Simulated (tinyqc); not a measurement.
Worked calculation: coupled-perturbed Hartree-Fock on RHF in the sto-6g basis, for H2, spin multiplicity 1. The polarisability along this axis is zero because the basis has no function that the field can mix in; the real value is not. Computed by tinyqc, a small Python program that keeps every step (integrals from PySCF). Settings: charge = 0, multiplicity = 1, basis = sto-6g, method = RHF, energy threshold = 1e-10, iteration cap = 54, orthogonalisation = symmetric, start = core, DIIS depth = 6. Command: `OMP_NUM_THREADS=1 python tinyqc.py 30010 30011 out.jsonl` (the two numbers bound the seeds that draw the settings). One thread of a shared host (Intel(R) Xeon(R) Processor @ 2.60GHz), about 0.09 s of CPU time with the checks. The early iterations of the SCF are left out here.

## One-electron integrals

Geometry (angstrom):
```
atom,x,y,z
H,0.000000,0.000000,0.000000
H,0.000000,0.000000,0.763000
```

Basis sto-6g: exponents (1/bohr^2) and contraction coefficients of normalised primitives:
```
element,l (shell),exponent,coefficient
H,s (1),35.523221,0.009164
H,s (1),6.513144,0.049361
H,s (1),1.822143,0.168538
H,s (1),0.625955,0.370563
H,s (1),0.243077,0.416492
H,s (1),0.100112,0.130334
```

Overlap, kinetic and nuclear-attraction integrals over the contracted functions; the nuclear repulsion is the sum of Za Zb / Rab.

nuclear repulsion = 0.69354811 hartree

overlap S:
```
,1H 1s,2H 1s
1H 1s,1.000000,0.644719
2H 1s,0.644719,1.000000
```

kinetic energy T (hartree):
```
,1H 1s,2H 1s
1H 1s,0.768522,0.221516
2H 1s,0.221516,0.768522
```

nuclear attraction V (hartree):
```
,1H 1s,2H 1s
1H 1s,-1.878979,-1.156683
2H 1s,-1.156683,-1.878979
```

core Hamiltonian H = T + V (hartree):
```
,1H 1s,2H 1s
1H 1s,-1.110456,-0.935167
2H 1s,-0.935167,-1.110456
```

## Two-electron integrals

Functions are numbered as in S; the eight-fold symmetry (ij|kl) = (ji|kl) = (kl|ij) leaves the list below.

Two-electron integrals (ij|kl) in chemists' order, unique and non-zero (hartree):
```
i,j,k,l,(ij|kl)
1,1,1,1,0.774999
2,1,1,1,0.431380
2,1,2,1,0.282292
2,2,1,1,0.561369
2,2,2,1,0.431380
2,2,2,2,0.774999
```

## Orthogonalisation

S = U s U^T; symmetric (Loewdin) form X = U s^(-1/2) U^T, so that X^T S X = 1.

eigenvalues of S: 0.355281  1.644719

X:
```
,1H 1s,2H 1s
1H 1s,1.228723,-0.448976
2H 1s,-0.448976,1.228723
```

## Iteration 2 (converged): orbitals

converged F (hartree):
```
,1H 1s,2H 1s
1H 1s,-0.357074,-0.586090
2H 1s,-0.586090,-0.357074
```

Diagonalise F' = X^T F X, C = X C', fill 1 alpha and 1 beta electrons from the bottom; D = 2 C_occ C_occ^T. Each column has its largest component positive (the first on a tie).

F' = X^T F X (hartree):
```
,1,2
1,0.035577,-0.609027
2,-0.609027,0.035577
```

orbital energies (hartree): MO1 -0.573450, MO2 0.644604

coefficients C:
```
,MO1,MO2
1H 1s,0.551365,1.186312
2H 1s,0.551365,-1.186312
```

D after iteration 2:
```
,1H 1s,2H 1s
1H 1s,0.608007,0.608007
2H 1s,0.608007,0.608007
```

## Convergence

Stop when the energy changes by less than 1e-10 hartree and every element of the error matrix X^T (F D S - S D F) X is below 3e-06.

Course of the cycle:
```
iteration,E (hartree),change,largest element of the error matrix
1,-1.12365423,-,5.81e-16
2,-1.12365423,2.22e-16,4.97e-16
```

PySCF RHF in the same basis = -1.12365423 hartree

Converged in 2 iterations.

## Integrals over molecular orbitals

(pq|rs) = sum C_ip C_jq C_kr C_ls (ij|kl), one index at a time.

one-electron integrals over orbitals h = C^T H C (hartree):
```
,1,2
1,-1.243752,0.000000
2,0.000000,-0.493382
```

Two-electron integrals over orbitals (pq|rs), unique and non-zero (hartree):
```
p,q,r,s,(pq|rs)
1,1,1,1,0.670303
2,1,2,1,0.182797
2,2,1,1,0.660392
2,2,2,2,0.694917
```

## Response to a field: uncoupled start

dipole integrals <a|y|i> (bohr):
```
,i1
a2,0.000000
```

Field along y; U_ai = -mu_ai / (e_a - e_i), alpha = -4 sum U_ai mu_ai.

uncoupled U:
```
,i1
a2,0.000000
```

uncoupled polarisability = 0.000000 bohr^3

## Coupled step 1

U_ai = -(mu_ai + sum_bj [4 (ai|bj) - (ab|ij) - (aj|bi)] U_bj) / (e_a - e_i); alpha = -4 sum U_ai mu_ai.

U after step 1:
```
,i1
a2,0.000000
```

polarisability = 0.000000 bohr^3

## Coupled polarisability

Repeat until U stops changing; compare with -d2E/dF2.

Course of the coupled iterations:
```
step,alpha (bohr^3)
0,0.000000
1,0.000000
```

coupled polarisability = 0.000000 bohr^3

finite-field check, fields of +/-0.001 au = 1.78e-09 bohr^3
